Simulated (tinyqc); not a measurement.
# Reverse leakage of an n+-p junction: diffusion, generation, trap-assisted and band-to-band tunnelling: leakage components against the reverse bias

One-sided abrupt junction in the depletion approximation, x from the junction (0) to W on the p side, field F = F0 (1 - x/W). Flat quasi-Fermi levels, long p side. Traps generate through SRH with both lifetimes shortened by 1 + Gamma (Hurkx enhancement, form for moderate fields); band-to-band generation is local and needs a total bending above Eg.

ni = sqrt(Nc Nv) exp(-Eg/(2 Vt)), Eg in volts; Vbi = Vt ln(Na Nd/ni^2); W = sqrt(2 eps0 eps_r (Vbi + VR)/(q Na)); F0 = 2 (Vbi + VR)/W; FG = sqrt(24 mt m0 (kB T)^3)/(q hbar); J_diff = q ni^2 sqrt(Dn/tau)(1 - exp(-VR/Vt))/Na. u = (Vbi + VR)(1 - x/W)^2, p = Na exp(-u/Vt), n = Nd exp((u - Vbi - VR)/Vt); G0 = ni^2 (1 - exp(-VR/Vt))/(tau (n + p + 2 ni cosh(Et/Vt))); Gamma = 2 sqrt(3 pi)(F/FG) exp((F/FG)^2); trap-assisted part G0 Gamma; G_bb = Ab F^2.5 exp(-Bb/F) with F in V/cm, zero unless Vbi + VR > Eg, and counted as zero under 1 cm^-3 s^-1. Currents are q times the integrals over 0 to W; J_bb under 1e-8 of J is printed as 0; rows with F0/FG above 2.2, beyond the range of this Gamma, are left out.

Inputs (values chosen for the exercise); band and dielectric values close to those of silicon:

| symbol | value | unit | meaning |
|---|---|---|---|
| T | 350 | K | temperature |
| Eg | 1.1 | eV | band gap |
| eps_r | 11.6 |  | relative permittivity |
| Nc | 3.49e19 | cm^-3 | conduction-band density of states at T |
| Nv | 3.3e19 | cm^-3 | valence-band density of states at T |
| Na | 1.1e16 | cm^-3 | acceptor density of the lighter side |
| Nd | 5e19 | cm^-3 | donor density of the heavier side |
| tau | 1e-6 | s | SRH lifetime of both carriers at zero field |
| Et | 0 | eV | trap level above the intrinsic level |
| mt | 0.25 | m0 | tunnelling mass |
| Dn | 3.4 | cm^2/s | electron diffusion coefficient on the lighter side |
| Ab | 4e14 | cm^-0.5 V^-2.5 s^-1 | band-to-band prefactor |
| Bb | 1.92e7 | V/cm | band-to-band field constant |

Constants: q = 1.602176634e-19 C, kB = 1.380649e-23 J/K, hbar = 1.054571817e-34 J s, m0 = 9.1093837015e-31 kg, Vt = kB T/q, eps0 = 8.8541878128e-14 F/cm where lengths are in cm. Results are converted to the units shown.

The same in every row: J_bb (A/cm^2) = 0.

Result of one run:

| VR (V) | F0 (kV/cm) | F0/FG | J_diff (A/cm^2) | J_SRH (A/cm^2) | J_TAT (A/cm^2) | J (A/cm^2) | largest part |
|---|---|---|---|---|---|---|---|
| 2.6 | 109 | 0.235 | 4.48e-9 | 1.32e-6 | 1.17e-6 | 2.49e-6 | SRH generation |

What becomes of these results when the reverse bias VR is changed from 2.6 to 4.2 V, all else the same?

Result of the changed run:

| VR (V) | F0 (kV/cm) | F0/FG | J_diff (A/cm^2) | J_SRH (A/cm^2) | J_TAT (A/cm^2) | J (A/cm^2) | largest part |
|---|---|---|---|---|---|---|---|
| 4.2 | 132 | 0.284 | 4.48e-9 | 1.78e-6 | 1.90e-6 | 3.69e-6 | trap-assisted tunnelling |

The whole series:

| VR (V) | F0 (kV/cm) | F0/FG | J_diff (A/cm^2) | J_SRH (A/cm^2) | J_TAT (A/cm^2) | J (A/cm^2) | largest part |
|---|---|---|---|---|---|---|---|
| 0.2 | 60.6 | 0.130 | 4.47e-9 | 2.16e-7 | 1.05e-7 | 3.25e-7 | SRH generation |
| 1 | 80.1 | 0.172 | 4.48e-9 | 6.92e-7 | 4.56e-7 | 1.15e-6 | SRH generation |
| 1.8 | 95.7 | 0.206 | 4.48e-9 | 1.03e-6 | 8.11e-7 | 1.85e-6 | SRH generation |
| 2.6 | 109 | 0.235 | 4.48e-9 | 1.32e-6 | 1.17e-6 | 2.49e-6 | SRH generation |
| 3.4 | 121 | 0.260 | 4.48e-9 | 1.56e-6 | 1.54e-6 | 3.10e-6 | SRH generation |
| 4.2 | 132 | 0.284 | 4.48e-9 | 1.78e-6 | 1.90e-6 | 3.69e-6 | trap-assisted tunnelling |
| 5 | 142 | 0.305 | 4.48e-9 | 1.98e-6 | 2.28e-6 | 4.27e-6 | trap-assisted tunnelling |
| 5.8 | 151 | 0.325 | 4.48e-9 | 2.17e-6 | 2.66e-6 | 4.83e-6 | trap-assisted tunnelling |
| 6.6 | 160 | 0.344 | 4.48e-9 | 2.34e-6 | 3.04e-6 | 5.39e-6 | trap-assisted tunnelling |

J rises from 3.25e-7 to 5.39e-6 A/cm^2. SRH generation leads at VR = 0.2, trap-assisted tunnelling from 4.2 on. The ratio J_TAT/J_SRH goes from 0.488 to 1.30 as F0/FG goes from 0.130 to 0.344.

Range of the model: The n+ side is degenerate, so Vbi from Boltzmann statistics is only a guide.

Program tinyqc, `OMP_NUM_THREADS=1 python tinyqc.py 2290132 2290133 out.jsonl`; Intel Xeon 2.30GHz, shared host, one thread, about 0.01 s.
